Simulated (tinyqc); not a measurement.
Haynes-Shockley experiment: drift, diffusion and decay of a minority-carrier pulse: one step, computed by the program tinyqc. Command: `OMP_NUM_THREADS=1 python tinyqc.py 3110373 3110374 out.jsonl haynes walk`. One thread of a shared host (Intel(R) Xeon(R) Processor @ 2.30GHz), about 0.01 s of CPU time with the checks.

A thin sheet of excess carriers is made at x = 0, t = 0 in a long uniform bar; injection is low, so the pulse moves with the minority mobility.

Problem. Simple reading of the pulse. With w the full width at half maximum: mu = d/(F t_p); D = (w d)^2/(16 ln2 t_p^3); Einstein ratio D/mu against k_B T/e.

Inputs (values chosen for the exercise, modelled on electrons in p-type silicon in a lightly doped bar):
```
quantity                     value        unit
minority mobility mu          1260  cm^2/(V s)
temperature T                  300           K
field F                         31        V/cm
distance d to the collector   0.89          cm
```

time of the peak t_p = 22.70721 microsecond

width at half maximum = 2.312620 microsecond

D = 32.57352 cm^2/s

Constants: k_B = 8.617333262e-05 eV/K.

Give: apparent mobility; apparent D; apparent D/mu; error of mu; error of D.

Solution.

apparent mobility = 1264 cm^2/(V s)

apparent D = 32.6 cm^2/s

apparent D/mu = 25.8 mV

error of mu = 0.345 %

error of D = 0.158 %
